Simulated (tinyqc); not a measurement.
Isochronal anneals: hydrogen passivation of interface dangling bonds: competing passivation and dissociation with distributed barriers. Computed by tinyqc, a small Python program. Command: `OMP_NUM_THREADS=1 python tinyqc.py 3021294 3021295 out.jsonl passiv walk`. One thread of a shared host (Intel(R) Xeon(R) Processor @ 2.30GHz), about 0.02 s of CPU time with the checks.

P_b + H2 gives P_bH + H at the rate k_f [H2]; P_bH gives P_b + H at the rate k_d. All defects start unpassivated. E_f and E_d are Gaussian and independent.

Inputs (values chosen for the exercise, close to those used for P_b centres at the silicon-oxide interface): passivation prefactor k_f0 = 9.4e-07 cm^3/s; mean passivation barrier E_f = 1.69 eV; spread sigma_f = 0.044 eV; dissociation prefactor k_d0 = 1.3e+13 1/s; mean dissociation barrier E_d = 2.77 eV; spread sigma_d = 0.074 eV; H2 in the oxide per atm, solubility factor = 1.3e+18 1/(cm^3 atm); hydrogen pressure p = 10 atm; anneal time t = 140 s.

Constants: k_B = 8.617333262e-05 eV/K.

Method:
- [H2] = solubility factor x p; a = k_f0 [H2] exp(-E_f/(k_B T)), d = k_d0 exp(-E_d/(k_B T)). For one pair of barriers the active share is y = [d + a exp(-(a + d) t)]/(a + d).
- Temperatures in kelvin are T(C) + 273.15.
- Average y over both Gaussians with 40 x 40 Gauss-Hermite points.
- Minimise the averaged y over T between 150 and 900 C: find where ln y is equal at T - 0.05 and T + 0.05 C; T is rounded to 0.1 C.

best temperature = 395.5 C

Active share after the time t:
```
T (C)     a (1/s)     d (1/s)  single barriers  distributed
200    1.2189e-05  4.0660e-17       9.9830e-01   9.9696e-01
250    6.4035e-04  2.6858e-14       9.1425e-01   8.7681e-01
300    1.6854e-02  5.7147e-12       9.4466e-02   1.7057e-01
350    2.6245e-01  5.1444e-10       1.9601e-09   2.6955e-04
400    2.7182e+00  2.3733e-08       8.7310e-09   2.6651e-08
450    2.0376e+01  6.4455e-07       3.1633e-08   8.2148e-08
500    1.1771e+02  1.1421e-05       9.7027e-08   2.2361e-07
600    2.1502e+03  1.3355e-03       6.2111e-07   1.1952e-06
700    2.1620e+04  5.8693e-02       2.7148e-06   4.5983e-06
800    1.4139e+05  1.2745e+00       9.0141e-06   1.3903e-05
```

What does the comparison show, and why?

The distributed share is least at 400 C among these rows, 2.7e-8, and the search puts the optimum at 395.5 C. On the cold side defects with high E_f survive; on the hot side dissociation, with the larger barrier, gains on passivation with an energy E_d - E_f = 1.08 eV. In that row single barriers give 8.7e-9, so the spread raises the floor. Caution: atomic hydrogen, which both passivates and depassivates, and further passivation during cooling are left out. Caution: shares below about 1e-3 in these rows are formal; measured passivation levels off well above them.

Extremes, crossings and ranges named in words are read from the listed rows.
